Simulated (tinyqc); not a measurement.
Tersoff bond-order potential: one step, computed by the program tinyqc.

E = (1/2) sum_(i, j != i) [A exp(-lambda r_ij) - b_ij B exp(-mu r_ij)], b_ij = (1 + (beta zeta_ij)^n)^(-1/(2n)), zeta_ij = sum_(k != i, j) g(theta_ijk), g = 1 + c^2/d^2 - c^2/(d^2 + (h - cos theta)^2), with theta at atom i. Only nearest neighbours count (cut-off function 1 for them, 0 beyond).

Problem. An open trimer. Atom 1 binds atoms 2 and 3, which do not interact. b_12 = b_13 follow from zeta = g(theta); b_21 = b_31 = 1. E = sum over the two bonds of A exp(-lambda r) - (b + 1)/2 B exp(-mu r).

Inputs (values chosen for the exercise, modelled on germanium):
```
quantity                 value        unit
A                       1770.8          eV
B                       419.62          eV
lambda                  2.4451  1/angstrom
mu                      1.7047  1/angstrom
beta                   8.6e-07           -
n                       0.7498           -
c                       105400           -
d                        15.43           -
h                      -0.4552           -
bond length r_12          2.45    angstrom
bond length r_13          2.42    angstrom
angle theta at atom 1     96.5     degrees
```

Give: g(theta); bond order b_12; repulsive terms; attractive terms B exp(-mu r); energy of the trimer.

Solution.

g(theta) = 22912

bond order b_12 = 0.96637

repulsive terms (eV): 4.4313  4.7686

attractive terms B exp(-mu r) (eV): 6.4420  6.7800

energy of the trimer = -3.7998 eV

g is least (g = 1) at cos theta = h, 117.1 degrees, wider than the tetrahedral 109.47.
